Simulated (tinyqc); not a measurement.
From results to parameters: diatomic chain. Computed by the program tinyqc.

Problem. A chain of two alternating masses has one spring constant k; at the zone edge omega^2 = 2k/M and 2k/m, and wavenumber = 521.4708 sqrt(omega^2) with omega^2 in eV/(angstrom^2 u). Find k, the heavier mass and the optical wavenumber at q = 0.

wavenumbers at the zone edge (cm^-1): 248.079360  782.756081
lighter mass = 15.800000 u

Solution. The upper value gives k = m omega^2/2, the ratio of the squares gives M/m, and at q = 0 omega^2 = 2k (1/m + 1/M), the sum of the two.

k = 17.8000 eV/angstrom^2
heavier mass = 157.3000 u
optical wavenumber at q = 0 = 821.1275 cm^-1
